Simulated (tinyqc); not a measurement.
Current gain against temperature: heavy doping: gap narrowing, degeneracy and the minority density.

F_j(eta) = (1/Gamma(j + 1)) integral_0^infinity x^j dx/(1 + exp(x - eta)), which tends to exp(eta) for eta << 0.

Empirical narrowing (Slotboom form, constants chosen for the exercise; published fits of this form give the apparent narrowing, here it is taken as the true one): dEg = E0 [ln(N/N0) + sqrt(ln(N/N0)^2 + C)].

Majority: N = Nc F_1/2(eta), eta the distance of EF beyond the majority band edge in kT. Degeneracy factor gam = F_1/2(eta)/exp(eta). ni0^2 = Nc Nv exp(-Eg/kT); product n p = ni0^2 gam exp(dEg/kT), dEg the true narrowing; apparent narrowing dEa = dEg + kT ln gam; minority density = n p/N.

Bipolar transistor with N as emitter doping: beta = K (N/NB) exp((dEa_B + dG - dEa_E)/kT), dEa_E = dEg(N) + kT ln gam, dEa_B = dEg(NB). For the sweep in T, Nc is scaled as (T/T0)^(3/2) from its value at T0 = T.

Constants: kB = 8.617333262e-05 eV/K.

Parameters, chosen for this exercise (gap and densities of states near those of Ge at this temperature; narrowing constants of the size fitted for Si, not for this material; the results hold for these values, not for the real material):
```
symbol  value     unit    meaning
Eg      0.625     eV      gap
Nc      1.54e+19  1/cm^3  conduction-band density of states
Nv      7.39e+18  1/cm^3  valence-band density of states
T       400       K
E0      8.03      meV     narrowing scale
N0      9.2e+16   1/cm^3  onset density
C       0.5               smoothing constant
N       1e+19     1/cm^3  ionised donors, equal to the majority density
NB      7e+16     1/cm^3  base doping
K       5.9               ratio (D_B W_E)/(D_E W_B)
dG      0         meV     extra narrowing of the base by alloying
```

Gain:
```
T (K)  beta  beta with dG = 0  without narrowing
150    8.52              8.52                843
200    24.6              24.6                843
250    47.4              47.4                843
300    74.2              74.2                843
350     103               103                843
400     132               132                843
450     160               160                843
```

dEa_B + dG - dEa_E at T0 = -64.0 meV

What does the comparison show, and why?

beta is 8.52 at 150 K and 160 at 450 K, since the net exponent is negative: the emitter has the larger apparent narrowing. At 300 K narrowing and degeneracy change the gain by a factor 0.088.

Run: tinyqc, `OMP_NUM_THREADS=1 python tinyqc.py 1651343 1651344 out.jsonl`; Intel(R) Xeon(R) Processor @ 2.30GHz, one thread, shared host; about 0.01 s of CPU time with all checks.
